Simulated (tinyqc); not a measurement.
# Changing the magnetic field B

Model: hydrogenic impurity: series, fields, screening, photoionisation and donor-acceptor pairs. Computed by tinyqc, a small Python program. Command: `OMP_NUM_THREADS=1 python tinyqc.py 3009638 3009639 out.jsonl hydrogenic sweep`. One thread of a shared host (Intel(R) Xeon(R) Processor @ 2.30GHz), about 0.02 s of CPU time with the checks.

One isotropic, parabolic band. Effective units: Ry* and a*, in which H = -nabla^2 - 2/r.

Inputs (values chosen for the exercise, modelled on 4H-SiC): electron mass m = 0.404 m_0; dielectric constant eps = 9.58.

Parts treated: magnetic field and photoionisation.

Constants: Ry = 13.605693123 eV; a_0 = 0.529177210903 angstrom; h x 1 THz = 4.135667696 meV; mu_B = 5.7883818060e-05 eV/T.

Method. Ry* = Ry m/eps^2, a* = a_0 eps/m; level n is bound by Ry*/n^2; <r> = (3/2) a* in 1s; lines 1s -> np at Ry* (1 - 1/n^2); 1 THz = 4.135667696 meV. gamma = hbar omega_c/(2 Ry*) = mu_B B/(m Ry*). For m_z = 0, H = -nabla^2 - 2/r + gamma^2 rho^2/4, and the band edge moves to gamma Ry*. Basis: exp(-al rho^2 - be z^2), al_k = 0.02 x 2.4^k + gamma/4 x c with k = 0..11, be_k = 0.02 x 2.4^k and c = 0, 0.5, 1 (36 functions). With A = al_i + al_j, B = be_i + be_j (not the field) and the common factor pi^(3/2) dropped: S = 1/(A sqrt(B)), kinetic S (4 al_i al_j/A + 2 be_i be_j/B), <rho^2> = S/A, <1/r> = (2/sqrt(pi)) atanh(u)/(A u), u = sqrt(1 - B/A), which is (2/sqrt(pi))/A when A = B; overlap eigenvalues below 1e-11 are dropped. Binding = (gamma - E) Ry*; the spin term shifts level and edge alike.

One run for each value:

| magnetic field B (T) | binding energy in the field (meV) | ground level (meV) | gamma | magnetic length a*/sqrt(gamma) (angstrom) |
|---|---|---|---|---|
| 110 | 73.7 | -57.9 | 0.26 | 24.46 |
| 210 | 83.6 | -53.5 | 0.50 | 17.70 |
| 380 | 97.0 | -42.5 | 0.91 | 13.16 |
| 720 | 116.9 | -13.7 | 1.72 | 9.56 |
| 1300 | 141.1 | 45.1 | 3.11 | 7.12 |
| 2500 | 175.7 | 182.5 | 5.98 | 5.13 |
| 4700 | 217.9 | 455.5 | 11.24 | 3.74 |
| 8800 | 270.0 | 990.9 | 21.05 | 2.73 |

Over the rows, binding energy in the field (meV) rises from 73.7 to 270 (exponent d ln y / d ln x 0.19 between the first rows and 0.34 between the last); ground level (meV) rises from -57.9 to 991; gamma rises from 0.263 to 21.1 (exponent d ln y / d ln x about 1.0 throughout). The band edge rises as gamma Ry*, the donor level at first only as gamma^2/2, so the binding grows; it grows more slowly once the magnetic length is below a*.

Caution (all rows): the field is beyond non-destructive laboratory magnets (about 100 T).
